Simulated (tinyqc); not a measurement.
# Schottky barrier on an n-type semiconductor with a doping step, non-linear Poisson equation by Newton steps, step by step

Computed by the program tinyqc: `OMP_NUM_THREADS=1 python tinyqc.py 2020133 2020134 out.jsonl`, one thread of a shared Intel Xeon 2.30GHz, about 0.1 s for the whole run. Printed values are rounded; ~0 in a residual or rate marks an entry under 1e-11 of the largest of its column.

One dimension, metal at x = 0, donor density C(x) = N1 for x < x1 and Nd beyond. Energies are counted from the electron Fermi level of the semiconductor and the conduction-band edge is Ec = -psi, so n = Nc exp(psi/Vt); holes follow the Fermi level of the metal, at -V, so p = Nv exp((V - psi - Eg)/Vt). Ends: psi(0) = V - phiB and psi = Vt ln(Nd/Nc) deep inside. Boltzmann statistics, full ionisation, no current, no image force in the Poisson equation.

Parameters, values chosen for the exercise; band and dielectric values close to those of gallium phosphide:
```
symbol    value   unit                                      meaning
T           250      K                                  temperature
Eg         2.26     eV                                     band gap
eps_r      11.1                               relative permittivity
Nc      1.37e19  cm^-3       conduction-band density of states at T
Nv      1.45e19  cm^-3          valence-band density of states at T
Nd         2e16  cm^-3      donor density deep in the semiconductor
phiB       1.25     eV                               barrier height
V          -1.2      V  bias of the metal against the semiconductor
x1           76     nm                     depth of the doping step
N1         1e17  cm^-3                 donor density above the step
```

Constants: q = 1.602176634e-19 C, kB = 1.380649e-23 J/K, Vt = kB T/q, eps0 = 8.8541878128e-14 F/cm where lengths are in cm. Results are converted to the units shown.

## End potentials, built-in voltage, Debye length

psi_0 = V - phiB, psi_b = Vt ln(Nd/Nc), Vbi = phiB - Vt ln(Nc/Nd), LD = sqrt(eps0 eps_r Vt/(q Nd)), W = sqrt(2 eps0 eps_r (Vbi - V)/(q Nd)), hole density at the metal p_0 = Nv exp((phiB - Eg)/Vt).

psi_0 = -2.45 V
psi_b = -0.1406654 V
Vbi = 1.109335 V
LD = 25.70527 nm
W for uniform Nd = 376.3779 nm
p_0 = 0.06319230 cm^-3

The hole density at the metal is 3.2e-18 times Nd, so holes hardly matter.

## Doping on the mesh

x, node 0 to 9 (nm): 0  34  76.3  129  195  276  378  504  662  858

C = N1 for x < x1 and Nd beyond, taken at the nodes.

donor density C, node 0 to 9 (cm^-3): 1e17  1e17  2e16  2e16  2e16  2e16  2e16  2e16  2e16  2e16

## Couplings between neighbouring nodes

a_i = eps0 eps_r/h_i for the interval from node i to i + 1, with h_i = x_(i+1) - x_i in cm.

coupling a_i, interval 0 to 8 (F/cm^2): 2.890632e-7  2.323439e-7  1.864924e-7  1.489113e-7  1.213352e-7  9.635440e-8  7.800118e-8  6.220347e-8  5.014361e-8

## Starting potential

The parabola psi_b - (psi_b - psi_0)(1 - x/W)^2 for x < W and psi_b beyond, with psi_0 = V - phiB, psi_b = Vt ln(Nd/Nc), W = sqrt(2 eps0 eps_r (psi_b - psi_0)/(q Nd)).

psi at the start, node 0 to 9 (V): -2.450000  -2.051619  -1.608600  -1.138275  -0.676965  -0.304919  -0.140665  -0.140665  -0.140665  -0.140665

## Iteration 1: densities, residual and Jacobian diagonal

n_i = Nc exp(psi_i/Vt), p_i = Nv exp((V - psi_i - Eg)/Vt), rho_i = p_i - n_i + C_i, g_i = (n_i + p_i)/Vt. Box widths w_i = (h_(i-1) + h_i)/2 in cm. Residual F_i = a_i (psi_(i+1) - psi_i) - a_(i-1) (psi_i - psi_(i-1)) + q rho_i w_i; Jacobian: a_(i-1) and a_i beside the diagonal, b_i = -a_(i-1) - a_i - q g_i w_i on it. The two end nodes are fixed.

```
node     n (cm^-3)     p (cm^-3)
0     5.583344e-31    0.06319230
1     5.996636e-23  5.883704e-10
2     5.114180e-14  6.898942e-19
3      1.549231e-4  2.277415e-28
4       3.088234e5  1.142479e-37
5      9.768433e12  3.611882e-45
6             2e16  1.764121e-48
7             2e16  1.764121e-48
8             2e16  1.764121e-48
9             2e16  1.764121e-48
```

```
node  residual F (C/cm^2)  diagonal b (F/cm^2)
1             4.889843e-8         -5.214071e-7
2                      ~0         -4.188363e-7
3                      ~0         -3.354037e-7
4                      ~0         -2.702465e-7
5           -1.018731e-11         -2.183543e-7
6            -1.582655e-8         -1.869990e-6
7                      ~0         -2.252311e-6
8                      ~0         -2.745043e-6
```

## Iteration 1: Newton step

Solve the tridiagonal system a_(i-1) d_(i-1) + b_i d_i + a_i d_(i+1) = -F_i for nodes 1 to 8, with d = 0 on fixed nodes. The full step is added.

Newton step d, node 1 to 8 (V): 0.1533379  0.1336513  0.1091244  0.0784076  0.0407098  -0.0063750  -0.0002209  -0.0000050
psi after iteration 1, node 0 to 9 (V): -2.450000  -1.898281  -1.474949  -1.029150  -0.598557  -0.264209  -0.147040  -0.140886  -0.140670  -0.140665

## Iteration 2: densities, residual and Jacobian diagonal

As before.

```
node     n (cm^-3)     p (cm^-3)
0     5.583344e-31    0.06319230
1     7.397153e-20  4.769731e-13
2     2.529690e-11  1.394733e-21
3       0.02454525  1.437444e-30
4       1.175814e7  3.000681e-39
5      6.463951e13  5.458338e-46
6      1.487700e16  2.371609e-48
7      1.979596e16  1.782305e-48
8      1.999535e16  1.764531e-48
9             2e16  1.764121e-48
```

```
node  residual F (C/cm^2)  diagonal b (F/cm^2)
1                      ~0         -5.214071e-7
2                      ~0         -4.188363e-7
3                      ~0         -3.354037e-7
4           -1.215911e-17         -2.702465e-7
5           -5.337963e-11         -2.220882e-7
6            -1.452632e-9         -1.435654e-6
7           -2.384191e-12         -2.230763e-6
8           -1.531110e-15         -2.744432e-6
```

## Iteration 2: Newton step

As before.

Newton step d, node 1 to 8 (in units of 1e-3 V): -0.143278  -0.321534  -0.543615  -0.821744  -1.163083  -1.092021  -0.039277  -0.000891
psi after iteration 2, node 0 to 9 (V): -2.450000  -1.898424  -1.475270  -1.029694  -0.599379  -0.265372  -0.148132  -0.140926  -0.140671  -0.140665

## Course of the Newton iteration

Stop when the largest undamped |d| is below 1e-9 V, or after 80 iterations.

Course of the iteration:
```
iteration  largest |F| (C/cm^2)  largest |d| (V)  at node
1                       4.89e-8            0.153        1
2                       1.45e-9          1.16e-3        5
3                      3.43e-11          2.64e-5        6
4                      1.94e-14          1.50e-8        6
5                      6.22e-21          < 1e-13        6
```

Converged in 5 iterations. Once the step is below 0.1 Vt, 3 more iteration(s) reach the threshold: near the solution the error is roughly squared each time.

## Converged densities, field and barrier lowering

converged psi, node 0 to 9 (V): -2.450000  -1.898426  -1.475275  -1.029703  -0.599393  -0.265392  -0.148159  -0.140927  -0.140671  -0.140665

n and p as above; E_i = -(psi_(i+1) - psi_i)/h_i; at the metal |E_0| = |E on interval 0| + q rho_0 (h_0/2)/(eps0 eps_r), rho_0 = p_0 - n_0 + C_0; image-force lowering dphi = sqrt(q |E_0|/(4 pi eps0 eps_r)).

```
node     n (cm^-3)     p (cm^-3)
0     5.583344e-31    0.06319230
1     7.347291e-20  4.802100e-13
2     2.491584e-11  1.416064e-21
3       0.02392340  1.474808e-30
4       1.131077e7  3.119365e-39
5      6.118625e13  5.766398e-46
6      1.412434e16  2.497988e-48
7      1.975902e16  1.785637e-48
8      1.999451e16  1.764606e-48
9             2e16  1.764121e-48
```

field E, interval 0 to 8 (kV/cm): -162.2275  -100.0357  -84.5489  -65.1985  -41.2347  -11.4934  -0.5740  -0.0162  -0.0003
|E_0| at the metal = 189.9408 kV/cm
image-force lowering = 49.63905 mV

A mesh of about 1000 nodes or more gives |E_0| = 210.8 kV/cm; the 10-node value is 9.9 % below it.
